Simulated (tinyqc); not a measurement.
Four-point probe, van der Pauw, Hall and spreading-resistance readings of a semiconductor layer: one step, computed by the program tinyqc. Command: `OMP_NUM_THREADS=1 python tinyqc.py 3113890 3113891 out.jsonl probe walk`. One thread of a shared host (Intel(R) Xeon(R) Processor @ 2.30GHz), about 0.01 s of CPU time with the checks.

The layer is uniform and ohmic; contacts are points unless a radius is given.

Question. The two van der Pauw resistances. Thin rectangle with point contacts at the corners; for R_B current and voltage contacts lie along the two sides of length a, for R_A along those of length b: exp(-pi R_A/R_s) = (theta_4/theta_3)^4, exp(-pi R_B/R_s) = (theta_2/theta_3)^4 with q = exp(-pi a/b), theta_2 = 2 sum_(m>=0) q^((m + 1/2)^2), theta_3 = 1 + 2 sum_(m>=1) q^(m^2), theta_4 = 1 + 2 sum_(m>=1) (-1)^m q^(m^2).

Inputs (values chosen for the exercise, modelled on p-type silicon): side ratio a/b of the van der Pauw rectangle = 2.5.

Backing of the layer: insulating.

sheet resistance R_s = 75.91968 ohm/square

Give: R_A; R_B; ratio R_B/R_A.

Answer.

R_A = 0.15010 ohm

R_B = 122.87 ohm

ratio R_B/R_A = 818.59
